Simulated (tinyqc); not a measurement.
# Worked calculation: free and trapped electrons in a MOS channel with a dense trap tail

Program tinyqc, `OMP_NUM_THREADS=1 python tinyqc.py 2222092 2222093 out.jsonl`; Intel Xeon 2.30GHz, shared host, one thread, about 0.02 s. Printed values are rounded.

p-type body, charge-sheet picture, full ionisation (an idealisation for deep acceptors), Boltzmann statistics for free electrons. e = Ec - EF at the surface. Acceptor-like traps of density D(E) = D0 + De exp(-E/Ew) at depth E below Ec, from 0 to Eu, hold n_t = integral of D(E)/(1 + exp((e - E)/Vt)). psi = Eg - Vt ln(Nv/Na) - e; N_dep = sqrt(2 eps0 eps_r Na (psi - Vt)/q); n_f = sqrt(N_dep^2 + 2 eps0 eps_r Vt Nc exp(-e/Vt)/q) - N_dep; Vg = Vfb + psi + q (N_dep + n_t + n_f)/Cox, Cox = eps0 eox/tox.

Parameters, values chosen for the exercise; band and dielectric values close to those of 4H silicon carbide:
- T = 400 K (temperature)
- Eg = 3.32 eV (band gap)
- eps_r = 9.58 (relative permittivity)
- Nc = 2.59e19 cm^-3 (conduction-band density of states at T)
- Nv = 3.79e19 cm^-3 (valence-band density of states at T)
- eox = 3.9 (relative permittivity of the insulator)
- tox = 47 nm (insulator thickness)
- Na = 6.6e16 cm^-3 (acceptor density)
- Vfb = -2.19 V (flat-band voltage without trapped charge)
- D0 = 1.3e10 cm^-2 eV^-1 (constant background density of acceptor-like traps)
- De = 3.1e13 cm^-2 eV^-1 (density of the tail at the conduction edge)
- Ew = 0.09 eV (decay energy of the tail)
- Eu = 0.62 eV (depth below Ec down to which the traps reach)
- mf = 84 cm^2/(V s) (mobility of free electrons)
- e = 0.062 eV (Ec - EF at the surface)

Constants: q = 1.602176634e-19 C, kB = 1.380649e-23 J/K, Vt = kB T/q, eps0 = 8.8541878128e-14 F/cm where lengths are in cm. Results are converted to the units shown.

Range of the model: EF lies less than 2 Vt below the band edge, or above it, where degeneracy and confinement, left out, matter.

## Trapped charge

Trapezoid rule on 16 equal steps from 0 to Eu, f = 1/(1 + exp((e - E)/Vt)).

```
point    E (eV)  D(E) f (cm^-2 eV^-1)
0             0            4.40414e12
1       0.03875            6.80630e12
2        0.0775            8.00841e12
3      0.116250            7.06749e12
4         0.155            5.20148e12
5      0.193750            3.53662e12
6        0.2325            2.33756e12
7      0.271250            1.53157e12
8          0.31            1.00185e12
9      0.348750            6.56224e11
10       0.3875            4.31261e11
11     0.426250            2.84946e11
12        0.465            1.89808e11
13     0.503750            1.27952e11
14       0.5425            8.77361e10
15     0.581250            6.15896e10
16         0.62            4.45904e10
```

n_t = 1.53276e12 cm^-2

With 1600 steps n_t = 1.540e12 cm^-2; the coarse value is 0.50 % below it.

## Charges and gate voltage

psi, N_dep, n_f and Vg as defined, with the n_t given; free share n_f/(n_f + n_t); apparent mobility mf n_f/(n_f + n_t); gate voltage spent on traps q n_t/Cox.

psi = 3.03901 V
N_dep = 1.44903e12 cm^-2
n_f = 4.65200e11 cm^-2
Vg = 8.36586 V
free share = 23.2837 %
apparent mobility = 19.5583 cm^2/(V s)
gate voltage spent on traps = 3.34249 V
